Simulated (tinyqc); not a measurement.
Dopant series: competing polymorphs of an oxide film: bulk, surface, grain-boundary, dopant and field terms. Computed by tinyqc, a small Python program. Command: `OMP_NUM_THREADS=1 python tinyqc.py 3000274 3000275 out.jsonl polymorph walk`. One thread of a shared host (Intel(R) Xeon(R) Processor @ 2.30GHz), about 0.01 s of CPU time with the checks.

Phases: monoclinic m (reference), polar orthorhombic o, tetragonal t. Free energies per formula unit (f.u.); 1 J/m^2 x angstrom^3/nm = 6.241509 meV.

Inputs (values chosen for the exercise, for a model oxide):
```
quantity,value,unit
energy of the polar phase o over m,52.7,meV/f.u.
energy of the tetragonal phase t over m,116,meV/f.u.
entropy of o over m,0.0024,meV/(f.u. K)
entropy of t over m,0.052,meV/(f.u. K)
surface energy of m,2.72,J/m^2
surface energy of o,2.24,J/m^2
surface energy of t,1.88,J/m^2
grain-boundary energy over surface energy,0.76,-
volume per formula unit Omega,34.9,angstrom^3
film thickness h,15,nm
grain radius R,15,nm
temperature T,300,K
shift of o per % of dopant,-7.7,meV/f.u.
shift of t per % of dopant,-9.3,meV/f.u.
width sigma of ln R,0.48,-
interlayer thickness (SiO2),0.6,nm
```

Geometry: columnar grains in a film.

permittivities of m, o, t: [21, 30, 44]

Method:
- Bulk term b = H - T S + (shift) x, zero for m.
- With G = b + gamma Omega A (b the bulk free energy per formula unit, A the area per volume), two phases i, j cross at A_ij = (b_j - b_i)/(Omega (gamma_i - gamma_j)); o has a window only if A_mo < A_ot.
- Grain radii are log-normal by volume with median R and width sigma; the share with A above A* is that with radius below R*, R* = f_b/(A* - 2/h) (all grains if A* <= 2/h), share = (1/2) erfc[-ln(R*/R)/(sqrt 2 sigma)]. Effective permittivity of a layer of thickness h built of such grains, taken in parallel: sum of share x eps; EOT = interlayer + 3.9 h/eps.

Against dopant content:
```
x (%),A_mo (1/nm),A_ot (1/nm),share m,share o,share t
0.0,0.49714,0.61746,0.99998,0.00002,1.2866e-06
1.0,0.42350,0.59705,0.99986,0.00014,1.9890e-06
2.0,0.34985,0.57665,0.99876,0.00124,3.1097e-06
3.0,0.27621,0.55625,0.98461,0.01539,4.9207e-06
4.0,0.20257,0.53584,0.74231,0.25769,7.8863e-06
5.0,0.12892,0.51544,0.00000,0.99999,1.2812e-05
6.5,0.01846,0.48484,0.00000,0.99997,2.7265e-05
8.0,-0.09201,0.45423,0.00000,0.99994,6.0147e-05
10.0,-0.23929,0.41342,0.00000,0.99982,1.8390e-04
```

What does the comparison show, and why?

The dopant lowers t by 9.3 and o by 7.7 meV per %, so A_ot falls more slowly than A_mo. The share of o peaks at x = 5 % (1.00). t reaches only 0.00 at 10 %.

Extremes, crossings and ranges named in words are read from the listed rows.
